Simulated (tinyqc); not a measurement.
# Tunnelling through a gate dielectric, WKB transmission and Tsu-Esaki current, step by step

Program tinyqc, `OMP_NUM_THREADS=1 python tinyqc.py 2540021 2540022 out.jsonl`; Intel Xeon 2.30GHz, shared host, one thread, about 0.02 s. Printed values are rounded.

Electrons leave the emitter at x = 0. Energies E (motion across the layers) are in eV from the emitter Fermi level; the collector Fermi level lies at -V and offers states at every E. No charge in the dielectric and no image force: F1 = V/t1, U = phi1 - F1 x. With C = hbar^2/(2 m0), kappa = sqrt(m (U - E)/C) where U > E and 0 elsewhere; T(E) = exp(-S), S = 2 times the integral of kappa over x.

Inputs (values chosen for the exercise); dielectric values close to those of silicon dioxide:

| symbol | value | unit | meaning |
|---|---|---|---|
| T | 300 | K | temperature |
| Ef | 0.15 | eV | Fermi energy of the emitter above its band bottom |
| me | 1 | m0 | emitter mass in the supply function |
| phi1 | 2.96 | eV | barrier of layer 1 above the emitter Fermi level at zero bias |
| m1 | 0.52 | m0 | tunnelling mass of layer 1 |
| t1 | 3.3 | nm | thickness of layer 1 |
| V | 1 | V | voltage across the dielectric |
| E | 0 | eV | energy of the electron followed |
| nc | 8 |  | cells in each layer |
| Ea | -0.15 | eV | lower end of the energy grid |
| Eb | 0.29 | eV | upper end of the energy grid |
| nE | 15 |  | points of the energy grid |

Constants: q = 1.602176634e-19 C, kB = 1.380649e-23 J/K, hbar = 1.054571817e-34 J s, m0 = 9.1093837015e-31 kg, Vt = kB T/q, hbar^2/(2 m0) = 0.0380998212 eV nm^2. Results are converted to the units shown.

## Fields and band edges

F1 = V/t1, U = phi1 - F1 x.

F1 = 3.03030 MV/cm
U at x = t1 = 1.96 eV

## WKB exponent by the midpoint rule

Cut each layer into nc equal cells, take U and kappa at the cell centres, and sum S = 2 sum kappa h.

```
cell,x (nm),U (eV),kappa (1/nm)
0,0.20625,2.89750,6.28857
1,0.61875,2.77250,6.15143
2,1.03125,2.64750,6.01116
3,1.44375,2.52250,5.86754
4,1.85625,2.39750,5.72031
5,2.26875,2.27250,5.56919
6,2.68125,2.14750,5.41386
7,3.09375,2.02250,5.25393
```

S = 38.1777
T(E) = 2.62810e-17

## WKB exponent in closed form

Each layer adds (2/F) sqrt(m/C) [G(u at its left edge) - G(u at its right edge)] to S, with u = U - E (0 where negative) and G(u) = (2/3) u^1.5. The slope follows from 1/d = -dS/dE.

S = 38.1766
T(E) = 2.63087e-17
energy d over which T(E) grows by a factor e = 0.12798 eV

The midpoint rule gives S = 38.178, so its T(E) is 0.11 % below this value. The band edge stays above E through the whole stack: direct tunnelling through a trapezoid.

## Current density on a coarse energy grid

J = J0 times the integral of T(E) N(E) dE, N = ln[(1 + exp(-E/Vt))/(1 + exp((-E - V)/Vt))], J0 = q^2 me m0 kB T/(2 pi^2 hbar^3) (times 1e-4 for A/cm^2 per eV), by Simpson's rule on nE equally spaced points from Ea to Eb.

```
point,E (eV),T(E),N,T(E) N
0,-0.150000,8.29388e-18,5.80528,4.81482e-17
1,-0.118571,1.05332e-17,4.59668,4.84176e-17
2,-0.087143,1.33970e-17,3.40462,4.56116e-17
3,-0.055714,1.70653e-17,2.26478,3.86490e-17
4,-0.024286,2.17717e-17,1.26933,2.76356e-17
5,0.007143,2.78200e-17,0.564511,1.57047e-17
6,0.038571,3.56058e-17,0.202876,7.22355e-18
7,0.070000,4.56454e-17,0.0645591,2.94683e-18
8,0.101429,5.86141e-17,0.0195802,1.14767e-18
9,0.132857,7.53962e-17,0.00584559,4.40735e-19
10,0.164286,9.71528e-17,0.00173678,1.68733e-19
11,0.195714,1.25411e-16,5.15268e-4,6.46203e-20
12,0.227143,1.62185e-16,1.52804e-4,2.47824e-20
13,0.258571,2.10132e-16,4.53087e-5,9.52079e-21
14,0.290000,2.72773e-16,1.34342e-5,3.66449e-21
```

J0 = 4.18366e8 A/(cm^2 eV)
J = 2.79061e-9 A/cm^2

The integrand peaks at E = -0.119 eV among these points. A converged quadrature from -Ef to above the barrier gives 2.791e-9 A/cm^2; this grid is within 0.01 % of that.
